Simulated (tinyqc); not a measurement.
Potential-pH (Pourbaix) lines of a metal, its cation, its oxide and an oxyanion, with a complexing ligand: one step, computed by the program tinyqc.

Potentials are against the standard hydrogen electrode; solids and water have unit activity; dG_f of M, H+ and the electron is zero; F = e N_A and s = R T ln(10)/F. The cation carries z = 2.

Task: Mixed potential with oxygen reduction. Anodic i = i0a 10^((E - E_a)/b_a) with E_a the cation line with ligand; cathodic i = i0c 10^((E_c - E)/b_c) with E_c the oxygen line; supply caps the cathodic current, 1/i_c = 1/i(Tafel) + 1/i_L. E_corr makes the two currents equal. Without the cap it would be [b_c E_a + b_a E_c + b_a b_c log10(i0c/i0a)]/(b_a + b_c). Rate = i V_m/(z F). Films are left out.

Inputs (values chosen for the exercise, modelled on iron): temperature T = 298.15 K; limiting current density i_L = 0.00048 A/cm^2; molar volume V_m = 7.09 cm^3/mol.

Species: M, M2+, MO, MO2(2-).

exchange current densities, metal and cathodic (A/cm^2): [2.2e-06, 6.1e-11]

Tafel slopes, anodic and cathodic (mV/decade): [75, 115]

cation line with ligand = -0.8564562 V

oxygen line = 0.6372980 V

Constants: e = 1.602176634e-19 C; N_A = 6.02214076e+23 1/mol.

Give: E_corr without the cap; corrosion potential E_corr; corrosion current density; i/i_L; etch rate.

Result:

E_corr without the cap = -0.47368 V

corrosion potential E_corr = -0.68105 V

corrosion current density = 4.7999e-04 A/cm^2

i/i_L = 0.99997

etch rate = 10.581 nm/min

The current sits at the supply limit: stirring or more oxidant, not the ligand, sets the rate. Caution: other oxidation states, hydroxides and hydrides are left out, and the lines say nothing of rates. Caution: E_corr lies below the hydrogen line, so hydrogen evolution, left out here, adds cathodic current.
